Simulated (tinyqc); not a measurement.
# Planar ballistic transistor, top-of-the-barrier model: effect of the effective mass

At the top of the source barrier, states moving towards the drain are filled by the source (Fermi level 0) and states moving back by the drain (Fermi level -q Vd); nothing scatters. U is the shift of the band edge there, set by the capacitances CG, CD and CS (the total) and by the charge. Parabolic two-dimensional band; the source is grounded.

N0 = gv m kB T/(pi hbar^2), CG = eps0 eox/tox, vT = sqrt(2 kB T/(pi m)), CS = CG/aG, n0 = n at U = 0 and Vd = 0. eta1 = -(E0 + U)/Vt, eta2 = eta1 - Vd/Vt, n = (N0/2)[F_0(eta1) + F_0(eta2)], F_0(x) = ln(1 + exp x). U = UL + q (n - n0)/CS with UL = -(aG Vg + aD Vd), energies in eV. I = q (N0/2) vT [F_(1/2)(eta1) - F_(1/2)(eta2)] per width, F_(1/2)(x) = (2/sqrt(pi)) int_0^infinity u^(1/2)/(1 + exp(u - x)) du. CQ = (q/Vt) dn/d(eta1). E0 is held fixed.

Inputs (values chosen for the exercise); mass and valleys close to those of a monolayer dichalcogenide:
```
symbol,value,unit,meaning
T,77,K,temperature
gv,2,,valley degeneracy
eox,7.5,,relative permittivity of the gate insulator
tox,3.7,nm,insulator thickness
aG,0.84,,gate control CG/CS
aD,0.019,,drain control CD/CS
E0,0.38,eV,band edge at the barrier top above the source Fermi level at zero bias
Vg,0.5,V,gate voltage
Vd,0.5,V,drain voltage
```

Constants: q = 1.602176634e-19 C, kB = 1.380649e-23 J/K, hbar = 1.054571817e-34 J s, m0 = 9.1093837015e-31 kg, Vt = kB T/q, eps0 = 8.8541878128e-14 F/cm where lengths are in cm. Results are converted to the units shown.

Results:
```
m (m0),eta1,n (cm^-2),I (uA/um),mean velocity I/(q n) (cm/s),CQ/CS
0.02,4.5827,2.5461e11,134.14,3.2884e7,0.62014
0.032,3.7135,3.3152e11,127.72,2.4045e7,0.97850
0.05,2.8735,4.0585e11,115.20,1.7716e7,1.4824
0.08,2.0405,4.7956e11,98.719,1.2848e7,2.2177
0.2,0.67073,6.0077e11,68.290,7.0948e6,4.1452
0.32,0.083728,6.5271e11,55.953,5.3505e6,5.2215
0.5,-0.42415,6.9765e11,46.319,4.1439e6,6.1947
0.8,-0.92310,7.4180e11,38.015,3.1985e6,7.1250
```

Estimate the missing row, m = 0.13 m0.

Computed row:
```
m (m0),eta1,n (cm^-2),I (uA/um),mean velocity I/(q n) (cm/s),CQ/CS
0.13,1.2725,5.4752e11,81.706,9.3142e6,3.1810
```

With this row back in the table: As m goes from 0.02 to 0.8 m0, n rises from 2.55e11 to 7.42e11 cm^-2, the mean velocity falls from 3.29e7 to 3.20e6 cm/s and the current falls from 134 to 38.0 uA/um. CQ/CS goes from 0.62 to 7.1. The loss of velocity outweighs the gain of charge over the whole range.

Program tinyqc, `OMP_NUM_THREADS=1 python tinyqc.py 2400116 2400117 out.jsonl`; Intel Xeon 2.30GHz, shared host, one thread, about 0.01 s.
